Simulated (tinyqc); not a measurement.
What moves the results: round or elliptic silicon nanowire with anisotropic valleys (Ritz method). A value that a table varies takes the place of the one given here.

Wire along x = [100] on a (001) wafer, y = [010], z = [001]. Valley groups, two valleys each (w = inverse masses): A, axis along z: w_y = 1/mt, w_z = 1/ml, m_x = mt; B, axis along y: w_y = 1/ml, w_z = 1/mt, m_x = mt; C, axis along x: w_y = w_z = 1/mt, m_x = ml.

Hard wall on the ellipse (y/a)^2 + (z/b)^2 = 1, c = hbar^2/2m0. With u = y/a, v = z/b the operator is -c [(w_y/a^2) d2/du2 + (w_z/b^2) d2/dv2] on the unit disc. Basis (1 - u^2 - v^2) u^i v^j; S, X and Y are the disc integrals of f f', (df/du)(df'/du) and (df/dv)(df'/dv), from the integral of u^p v^q = 2 Gamma((p+1)/2) Gamma((q+1)/2)/((p + q + 2) Gamma((p+q+2)/2)) for even p, q; H = c (w_y X/a^2 + w_z Y/b^2).

Converged values use 21 functions of each parity class (e or o in u, then in v).

Constants: hbar^2/2m0 = 3.80998211 eV angstrom^2.

Values chosen for the exercise (near those of a Si nanowire; the results hold for these values, not for the real material):
```
symbol  value                              unit      meaning
ml      0.928                              m0        longitudinal mass
mt      0.193                              m0        transverse mass
a       43                                 angstrom  semi-axis along y
b       20                                 angstrom  semi-axis along z
asp     (0.4, 0.6, 0.8, 1, 1.3, 1.8, 2.5)            ratios a/b
area    27                                 nm^2      cross-section, kept fixed
hw      3                                            height over mean width
```

## Size of the basis

Lowest level of each group with 1, 3, 6 and 21 even functions.

Levels (meV):
```
functions,A,B,C
1,62.82,154.72,180.09
3,60.56,141.50,170.93
6,60.55,140.33,170.78
21,60.55,140.27,170.78
```

One function errs by 3.8 % for A, 10.3 % for B and 5.4 % for C, six by 1e-05, 0.064 and 0.00087 meV. The error grows with the axis ratio of the stretched ellipse (1.02, 4.71, 2.15); for a circle it is 6/5.783 - 1 = 3.7 %.

## Flattening the wire at fixed area

a = sqrt(area x ratio/pi), b = a/ratio, 1 nm^2 = 100 angstrom^2; lowest level of each group.

Levels (eV):
```
a/b,a (angstrom),b (angstrom),A,B,C
0.4,18.5,46.4,0.1599,0.0611,0.1882
0.6,22.7,37.8,0.1137,0.0627,0.1495
0.8,26.2,32.8,0.0915,0.0698,0.1360
1.0,29.3,29.3,0.0789,0.0789,0.1328
1.3,33.4,25.7,0.0685,0.0941,0.1372
1.8,39.3,21.9,0.0617,0.1210,0.1550
2.5,46.4,18.5,0.0611,0.1599,0.1882
```

Each group is lowest where its stretched ellipse is a circle, at a/b = sqrt(w_y/w_z): 2.19 for A, 0.46 for B and 1.00 for C. The lowest group is B in the first row and A in the last, A and B crossing at a/b = 1 by symmetry; B - A is -99 meV in the first row and +99 meV in the last.

## Shape of the cross-section

Equal area, hard walls, lowest level of -c (w_y d2/dy2 + w_z d2/dz2), c = hbar^2/2m0. Rectangle W x H with H/W = hw; ellipse with b/a = hw; trapezoid of height H, base W/0.8 and top 0.6 of the base; isosceles triangle of height H and base 2W. Ellipse, trapezoid and triangle by converged Ritz bases; 1 nm^2 = 100 angstrom^2.

Levels:
```
shape,A (eV),B (eV),B - A (meV)
rectangle,0.2215,0.0691,-152.4
ellipse,0.1879,0.0634,-124.5
trapezoid,0.1874,0.0698,-117.5
triangle,0.1128,0.0771,-35.6
```

W = 30.0 angstrom
H = 90.0 angstrom

For group A the order is triangle, trapezoid, ellipse, rectangle, spanning 96 %. For group B the order is ellipse, rectangle, trapezoid, triangle, spanning 22 %. The ellipse lies below the rectangle for both groups, since corners hold little of the wave function. The triangle is lowest for A, whose light mass lies across the width and gains from the wide base. The spacing B - A of the valley groups runs from -152 to -36 meV.

## What each parameter does

Lowest level of groups A and B. Each row changes one parameter from the base and keeps the others.

Results:
```
case,A (eV),B (eV),B - A (meV)
base,0.0606,0.1403,79.7
a = 41 angstrom,0.0636,0.1413,77.7
b = 23 angstrom,0.0533,0.1085,55.2
ml = 1.039 m0,0.0574,0.1391,81.8
mt = 0.212 m0,0.0578,0.1286,70.8
```

The largest shifts from the base row, up to three for each result and ties (the steps differ in size, so this ranks the rows, not the parameters). A (eV): b -0.0073, ml -0.0032, a +0.0031. B (eV): b -0.0318, mt -0.0116, ml -0.0011. B - A (meV): b -24.5, mt -8.9, a -2.0, ml +2.0.

Run: tinyqc, `OMP_NUM_THREADS=1 python tinyqc.py 1252145 1252146 out.jsonl`; Intel(R) Xeon(R) Processor @ 2.30GHz, one thread, shared host; about 0.09 s of CPU time with all checks.
